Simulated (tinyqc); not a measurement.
Worked calculation: tight binding, honeycomb lattice. One step of it, computed by the program tinyqc.

Task: Bloch Hamiltonian at K. H_AB = -t1 (1 + exp(-i k.a1) + exp(-i k.a2)); H_AA = delta - 2 t2 sum cos(k.b + phi), H_BB = -delta - 2 t2 sum cos(k.b - phi), b = a1, a2 - a1, -a2.

Parameters chosen for this model:
```
parameter      value                        unit
t1          1.500000                 eV, nearest
t2                 0       eV, second neighbours
phi        -1.990000  rad, phase of t2 (Haldane)
delta       0.590000          eV, +/- on A and B
```

k point K (fractions of the reciprocal vectors): 0.333333  0.666667

Give: H(k) at K.

Result:

H(k) at K (eV):
```
        A        B
A  0.5900   0.0000
B  0.0000  -0.5900
```
